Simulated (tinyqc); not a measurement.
## Gate voltage for a given inversion charge

Inverse problem. p-type body, charge-sheet picture, depletion and inversion only, full ionisation (an idealisation for deep acceptors), Boltzmann statistics (rough once Na exp(x - xn) passes about Nc/7). In units of Vt: xg = (Vg - Vfb)/Vt, x = psi/Vt, G = gamma/sqrt(Vt), xn = (2 phiF + Vc)/Vt. The implicit equation is (xg - x)^2 = G^2 [x - 1 + exp(x - xn)] for x above about 3. Cox = eps0 eox/tox. ni = sqrt(Nc Nv) exp(-Eg/(2 Vt)), Eg in volts; phiF = Vt ln(Na/ni); gamma = sqrt(2 q eps0 eps_r Na)/Cox. N_inv = (Cox Vt G/q) [sqrt(x - 1 + exp(x - xn)) - sqrt(x - 1)]. Find x - xn, psi and Vg.

Values chosen for this exercise; band and dielectric values close to those of silicon: temperature T = 300 K; band gap Eg = 1.12 eV; relative permittivity eps_r = 11.8; conduction-band density of states at T Nc = 2.76e19 cm^-3; valence-band density of states at T Nv = 2.69e19 cm^-3; relative permittivity of the gate insulator (close to silicon dioxide) eox = 3.9; insulator thickness tox = 9.9 nm; acceptor density Na = 8.5e16 cm^-3; flat-band voltage Vfb = -0.31 V; channel-body voltage Vc = 1 V.

Constants: q = 1.602176634e-19 C, kB = 1.380649e-23 J/K, Vt = kB T/q, eps0 = 8.8541878128e-14 F/cm where lengths are in cm. Results are converted to the units shown.

N_inv = 8.3e10 cm^-2

Answer. N_inv rises steadily with x, so it fixes x; the implicit equation then gives xg directly.

x - xn = 2.14
psi = 1.88 V
Vg = 2.26 V

Numbers from tinyqc (`OMP_NUM_THREADS=1 python tinyqc.py 2122179 2122180 out.jsonl`; about 0.01 s on one thread of a shared Intel Xeon 2.30GHz).
